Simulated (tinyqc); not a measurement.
What each input does: propagation of a band-gap error through k.p and effective-mass formulas.

Chain, for a gap E (the reference Eg or another value), with Ep and Dso kept: 1/me = 1 + Ep (E + 2 Dso/3)/(E (E + Dso)); g* = 2 - 2 Ep Dso/(3 E (E + Dso)); g1(E) = g1 + (Ep/3)(1/E - 1/Eg), g2(E) = g2 + (Ep/6)(1/E - 1/Eg), light hole 1/(g1 + 2 g2), heavy hole 1/(g1 - 2 g2) along [100]; optical constant ei(E) = 1 + (ei - 1)(EP/(EP + E - Eg))^2, static e0(E) = ei(E) + e0 - ei.

Donor: R = Ry me/e0^2, a_B = a0 e0/me, Mott density (0.26/a_B)^3. Nc, Nv = 2 (m kT/(4 pi c))^(3/2), c = hbar^2/2m0, ni = sqrt(Nc Nv) exp(-E/2kT). Exciton: Ry mu/e0^2 with 1/mu = 1/me + g1(E). 1 angstrom^-3 = 1e24 cm^-3.

Constants: Ry = 13.60569312 eV; a0 (Bohr radius) = 0.5291772105 angstrom; kB = 8.617333262e-05 eV/K; hbar^2/2m0 = 3.80998211 eV angstrom^2.

Parameters, chosen for this exercise (reference values near those of CdTe, gap at low temperature; shifted at random, so the results belong to these values and not to a real crystal): Eg = 1.581 eV (gap at Gamma to the s-like level); Dso = 0.921 eV (spin-orbit splitting); Ep = 18.9 eV (Kane energy); g1 = 5.28 (Luttinger gamma1); g2 = 1.7 (gamma2); e0 = 10.39 (static dielectric constant); ei = 7.28 (optical dielectric constant); EP = 5.47 eV (mean (Penn) gap); mh = 0.42 m0 (density-of-states mass of the holes); T = 300 K (temperature); Eg2 = 0.854 eV (a wrong gap, of the size a semi-local functional can give).

All at E = Eg2. Each row changes one parameter from the base and keeps the others.

Results:
```
case            me (m0)  light hole (m0)     e0  donor (meV)  exciton (meV)  log10 ni
base             0.0518           0.0647  12.46        4.538          3.131    10.979
Eg2 = 0.786 eV   0.0483           0.0597  12.71        4.066          2.806    11.528
Dso = 0.995 eV   0.0522           0.0647  12.46        4.572          3.147    10.982
Ep = 17.388 eV   0.0561           0.0670  12.46        4.910          3.338    11.005
g1 = 4.858       0.0518           0.0665  12.46        4.538          3.179    10.979
EP = 5.908 eV    0.0518           0.0647  12.28        4.677          3.227    10.979
ei = 6.698       0.0518           0.0647  12.27        4.681          3.230    10.979
mh = 0.386 m0    0.0518           0.0647  12.46        4.538          3.131    10.952
T = 276 K        0.0518           0.0647  12.46        4.538          3.131    10.301
```

The largest shifts from the base row, up to three for each result and ties (the steps differ in size, so this ranks the rows, not the parameters). me (m0): Ep +0.0043, Eg2 -0.0035, Dso +0.0004; unchanged at the printed digits by g1, EP, ei, mh and T. light hole (m0): Eg2 -0.0049, Ep +0.0024, g1 +0.0018; unchanged at the printed digits by Dso, EP, ei, mh and T. e0: Eg2 +0.24, ei -0.19, EP -0.19; unchanged at the printed digits by Dso, Ep, g1, mh and T. donor (meV): Eg2 -0.472, Ep +0.372, ei +0.143; unchanged at the printed digits by g1, mh and T. exciton (meV): Eg2 -0.326, Ep +0.207, ei +0.099; unchanged at the printed digits by mh and T. log10 ni: T -0.678, Eg2 +0.548, mh -0.027; unchanged at the printed digits by g1, EP and ei.

Run: tinyqc, `OMP_NUM_THREADS=1 python tinyqc.py 1881210 1881211 out.jsonl`; Intel(R) Xeon(R) Processor @ 2.30GHz, one thread, shared host; about 0.01 s of CPU time with all checks.
